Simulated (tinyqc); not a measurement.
Worked calculation: pair-potential crystal by lattice sums. Computed by tinyqc, a small Python program that keeps every step. Command: `OMP_NUM_THREADS=1 python tinyqc.py 3030193 3030194 out.jsonl pairsum walk`. One thread of a shared host (Intel(R) Xeon(R) Processor @ 2.30GHz), about 0.02 s of CPU time with the checks. Intermediate numbers are printed to about 6 digits and carried at full precision; extremes and crossings named in words are read from the listed rows.

Energy per atom E = (1/2) sum over neighbours of phi(r); d is the nearest-neighbour distance.

Inputs (values chosen for the exercise, for model atoms):
```
quantity                       value      unit
well depth eps                 0.416        eV
pair minimum r0                 3.19  angstrom
cut-off r_c/r0                  2.61         -
trial neighbour distance d/r0  0.983         -
repulsive exponent n              16         -
attractive exponent m              5         -
```

Potential: Mie n-m. Structure: fcc.

Constants: 1 eV/angstrom^3 = 160.2176634 GPa.

## Shell sums at the trial distance

phi0(r) = eps [m (r0/r)^n - n (r0/r)^m]/(n - m); shifted-force cut-off: phi(r) = phi0(r) - phi0(r_c) - (r - r_c) phi0'(r_c) for r < r_c, zero beyond. Shells (distance in units of d, count): fcc 1.0000 (12), 1.4142 (6), 1.7321 (24), 2.0000 (12), 2.2361 (24), 2.4495 (8), 2.6458 (48), 2.8284 (6), 3.0000 (36), 3.1623 (24); hcp 1.0000 (12), 1.4142 (6), 1.6330 (2), 1.7321 (18), 1.9149 (12), 2.0000 (6), 2.2361 (12), 2.3805 (12), 2.4495 (6), 2.5166 (6), 2.5820 (12), 2.6458 (24), 2.7080 (6), 2.8868 (12), 3.0000 (12), 3.1091 (24), 3.1623 (12); bcc 1.0000 (8), 1.1547 (6), 1.6330 (12), 1.9149 (24), 2.0000 (8), 2.3094 (6), 2.5166 (24), 2.5820 (24), 2.8284 (24), 3.0000 (32); sc 1.0000 (6), 1.4142 (12), 1.7321 (8), 2.0000 (6), 2.2361 (24), 2.4495 (24), 2.8284 (12), 3.0000 (30), 3.1623 (24); diamond 1.0000 (4), 1.6330 (12), 1.9149 (12), 2.3094 (6), 2.5166 (12), 2.8284 (24), 3.0000 (16). Volumes per atom in d^3: fcc 0.70711, hcp 0.70711, bcc 0.76980, sc 1.00000, diamond 1.53960; hcp has the ideal c/a. Every shell inside the cut-off is summed. List each shell within the cut-off.

Shells:
```
shell  count  r (angstrom)   phi (eV)  phi' (eV/angstrom)  phi'' (eV/angstrom^2)
1         12       3.13577  -0.389908           -0.221192                4.87034
2          6       4.43465  -0.098899            0.124892               -0.16434
3         24       5.43131  -0.028573            0.035821               -0.04266
4         12       6.27154  -0.009439            0.013415               -0.01569
5         24       7.01179  -0.002854            0.005408               -0.00719
6          8       7.68104  -0.000545            0.001866               -0.00380
7         48       8.29647  -0.000001            0.000064               -0.00222
```

## Energy and virial pressure

E = (1/2) sum count x phi; P = -(1/(6 Omega)) sum count x r phi', Omega = 0.707107 d^3.

energy at the trial distance = -3.07210 eV/atom

pressure at the trial distance = -2.11769 GPa

The pressure is negative, so the lattice wants to contract.

## Equilibrium

Equilibrium: dE/dd = 0 at the lowest minimum with d between 0.78 r0 and 1.45 r0; B = d^2 E''(d)/(9 Omega). Unrelaxed vacancy: removing an atom breaks its bonds (2|E|) and placing it on the surface returns |E|, so E_v = |E|.

equilibrium distance d = 3.12537 angstrom

energy per atom = -3.07356 eV

bulk modulus B = 222.359 GPa

unrelaxed vacancy energy = 3.07356 eV

d is 2.0 % shorter than r0, because further shells pull and the first shell must push back.

## Elastic constants

At zero stress C_ijkl = (1/(2 Omega)) sum (phi'' - phi'/r) R_i R_j R_k R_l / r^2 over all neighbours, on cube axes; so C44 = C12 (Cauchy relation). C' = (C11 - C12)/2.

C11 = 315.907 GPa

C12 = C44 = 175.585 GPa

C' = 70.1612 GPa

C' and C44 are positive: the structure is stable against homogeneous shear.

## Ranking of structures

The formulas are those given above.

Each structure at its own equilibrium:
```
structure  neighbours  d (angstrom)  E (eV/atom)  volume (angstrom^3)  B (GPa)
fcc                12       3.12537     -3.07356              21.5868  222.359
hcp                12       3.12515     -3.07313              21.5823  223.049
bcc                 8       3.07065     -2.90256              22.2879  205.401
sc                  6       3.07323     -1.97792              29.0258  109.363
diamond             4       3.10098     -1.12666              45.9100   39.662
```

The order is fcc < hcp < bcc < sc < diamond; fcc lies 0.42 meV below hcp. fcc (-3.073558 eV) and hcp (-3.073134 eV) share two shells and differ from the third on. Pair forces reward the number of bonds: diamond reaches only 37 % of the best binding. Caution: each structure is relaxed in d alone and may be unstable against shear; the tiny fcc-hcp difference depends on the cut-off.

Checks made by the program: virial pressure against -dE/dV (relative difference 1e-07); (C11 + 2 C12)/3 against the curvature of E(d) (relative difference 2e-09).
